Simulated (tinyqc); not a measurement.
Bloch-Grueneisen resistivity of a metal: one step, computed by the program tinyqc. Command: `OMP_NUM_THREADS=1 python tinyqc.py 3027576 3027577 out.jsonl bg walk`. One thread of a shared host (Intel(R) Xeon(R) Processor @ 2.30GHz), about 0.01 s of CPU time with the checks.

Electrons scatter from a Debye spectrum of phonons (n = 5 for scattering within one band, n = 3 for scattering into a second, heavy band) and from static defects.

Question. Total resistivity and derived numbers. J_n(y) = int_0^y x^n e^x/(e^x - 1)^2 dx, by 96 Gauss-Legendre points (upper limit at most 60). rho_ph = (n - 1) rho_1 (T/Theta)^n J_n(Theta/T), with rho_1 = 2 pi lambda_tr k_B Theta/(hbar eps_0 w_p^2), the high-temperature line at T = Theta. Matthiessen's rule: rho = rho_0 + rho_ph. Temperature coefficient (1/rho) d rho/dT by a central difference of +/- 0.5 K; residual ratio rho(295 K)/rho(4.2 K); scattering time tau = 1/(eps_0 w_p^2 rho); Wiedemann-Franz kappa = L_0 T/rho, L_0 = (pi^2/3)(k_B/e)^2.

Inputs (values chosen for the exercise, modelled on cobalt):
```
quantity                       value         unit
exponent n                         3            -
Debye temperature Theta          406            K
transport coupling lambda_tr    0.25            -
Drude plasma energy hbar w_p     6.6           eV
residual resistivity rho_0    0.0079  microohm cm
temperature T                    295            K
```

Addition: none.

Constants: k_B = 1.380649e-23 J/K; hbar = 1.054571817e-34 J s; eps_0 = 8.8541878128e-12 F/m; hbar = 6.582119569e-16 eV s; k_B = 8.617333262e-05 eV/K.

Give: resistivity rho; temperature coefficient; residual resistance ratio; scattering time; Wiedemann-Franz conductivity.

Answer.

resistivity rho = 6.317 microohm cm

temperature coefficient = 3.896 1e-3/K

residual resistance ratio = 784.7

scattering time = 17.78 fs

Wiedemann-Franz conductivity = 114.1 W/(m K)

The coefficient is 1.15 times 1/T; it exceeds 1/T because the phonon part, extended linearly, meets zero above T = 0.
